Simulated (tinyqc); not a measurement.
Electron continuity equation in a given potential, Scharfetter-Gummel discretisation: two steps of the calculation.

Steady state in one dimension: J = q mu n E + q D dn/dx with E = -dpsi/dx and D = mu Vt, dJ/dx = q (n/tau - G), fixed densities nL and nR at the ends. The potential is given, psi = U x/L, and is not changed by the electrons.

Parameters, values chosen for the exercise; mobility close to that of gallium arsenide at room temperature: temperature T = 300 K; electron mobility mu = 8090 cm^2/(V s); length of the region L = 1.7 um; density at x = 0 nL = 3e12 cm^-3; density at x = L nR = 5.2e13 cm^-3; lifetime tau = 1.8e-10 s; uniform generation rate G = 7.8e21 cm^-3 s^-1.

Constants: q = 1.602176634e-19 C, kB = 1.380649e-23 J/K, Vt = kB T/q. Results are converted to the units shown.

Task 1. Bernoulli factors. d_i = (psi_(i+1) - psi_i)/Vt; B(d) = d/(exp(d) - 1), B(0) = 1. The flux on interval i is J_i = (q D/h) [n_(i+1) B(d_i) - n_i B(-d_i)].

psi, node 0 to 12 (V): 0.00000000  0.06083333  0.12166667  0.18250000  0.24333333  0.30416667  0.36500000  0.42583333  0.48666667  0.54750000  0.60833333  0.66916667  0.73000000

Find: d_i; B(d_i); B(-d_i).

Result 1.

```
interval	d_i	B(d_i)	B(-d_i)
0	2.353	0.2472	2.600
1	2.353	0.2472	2.600
2	2.353	0.2472	2.600
3	2.353	0.2472	2.600
4	2.353	0.2472	2.600
5	2.353	0.2472	2.600
6	2.353	0.2472	2.600
7	2.353	0.2472	2.600
8	2.353	0.2472	2.600
9	2.353	0.2472	2.600
10	2.353	0.2472	2.600
11	2.353	0.2472	2.600
```

The largest |d_i| is 2.35, above 2, where central differences lose the sign pattern that keeps densities positive.

Task 2. Tridiagonal system for the inner nodes. Row i (1 to 11): B(-d_(i-1)) n_(i-1) + b_i n_i + B(d_i) n_(i+1) = f_i with b_i = -B(-d_i) - B(d_(i-1)) - h^2/(D tau) and f_i = -G h^2/D; the known end values are moved to the right: f_1 loses B(-d_0) nL and f_11 loses B(d_11) nR. h = L/12, D = mu Vt.

```
interval	B(d_i)	B(-d_i)
0	0.24721659	2.6003550
1	0.24721659	2.6003550
2	0.24721659	2.6003550
3	0.24721659	2.6003550
4	0.24721659	2.6003550
5	0.24721659	2.6003550
6	0.24721659	2.6003550
7	0.24721659	2.6003550
8	0.24721659	2.6003550
9	0.24721659	2.6003550
10	0.24721659	2.6003550
11	0.24721659	2.6003550
```

Give: diagonal b; right side f.

Result 2.

```
node	diagonal b	right side f (cm^-3)
1	-2.853	-7.809e12
2	-2.853	-7.485e9
3	-2.853	-7.485e9
4	-2.853	-7.485e9
5	-2.853	-7.485e9
6	-2.853	-7.485e9
7	-2.853	-7.485e9
8	-2.853	-7.485e9
9	-2.853	-7.485e9
10	-2.853	-7.485e9
11	-2.853	-1.286e13
```

Range of the model: The drift velocity mu E exceeds 1e7 cm/s somewhere, where real mobilities no longer stay constant.

Computed by the program tinyqc: `OMP_NUM_THREADS=1 python tinyqc.py 2220015 2220016 out.jsonl`, one thread of a shared Intel Xeon 2.30GHz, about 0.01 s for the whole run.
